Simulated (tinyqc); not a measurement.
MOSFET in saturation, small-signal circuit and noise: one step of the calculation.

Bias by the inversion coefficient IC = I/Ispec (charge-based model with velocity saturation; weak inversion below 0.1, strong above 10). Common-source circuit: gm, gds, Cgs, Cgd and Cj at the inner nodes, Rg in series with the gate; quasi-static, no source or drain resistance, no gate-body capacitance, no substrate network, no induced gate noise, so fmax is an upper estimate.

Question. Noise at the gate. Channel noise Sid = 4 kB T gam n gm with gam = (1/2 + (2/3) qs)/(1 + qs) + gw lc IC, qs = [sqrt(1 + 4 IC) - 1]/2, lc = Ls/L (the last term an empirical rise with velocity saturation); at the gate, white noise Sw = Sid/gm^2 + 4 kB T Rg. Number fluctuation with correlated mobility: S(f) = K/f, K = q^2 Vt lt Nt/(W L Cox^2) (1 + ac mu Cox I/gm)^2, Vt in eV with Nt per eV. Corner fc = K/Sw. Full shot noise would be 2 q I.

Parameters, values chosen for the exercise:
```
symbol,value,unit,meaning
T,300,K,temperature
L,28,nm,gate length
W,20,um,total gate width
Cox,0.85,uF/cm^2,gate capacitance
mu,130,cm^2/(V s),mobility
n,1.18,,slope factor
Ls,15,nm,velocity-saturation length
IC,3.5,,inversion coefficient
gw,0.05,,short-channel excess of the noise factor
Nt,1.1e18,cm^-3 eV^-1,oxide trap density
lt,0.1,nm,tunnelling length into the oxide
ac,0,V s/C,Coulomb scattering coefficient
```

Constants: q = 1.602176634e-19 C, kB = 1.380649e-23 J/K, Vt = kB T/q. Results are converted to the units shown.

I = 435.71507 uA
gm = 4.2866508 mS
Rg = 16.904762 ohm

Give: gam; Sid; Sid/(2 q I); sqrt(Sw); K; fc.

Answer.

gam = 0.6920
Sid = 5.799e-23 A^2/Hz
Sid/(2 q I) = 0.4154
sqrt(Sw) = 1.854 nV/Hz^0.5
K = 1.804e-9 V^2
fc = 525.1 MHz

The gate resistance gives 8.2 % of the white noise power.

Program tinyqc, `OMP_NUM_THREADS=1 python tinyqc.py 2150039 2150040 out.jsonl`; Intel Xeon 2.30GHz, shared host, one thread, about 0.01 s.
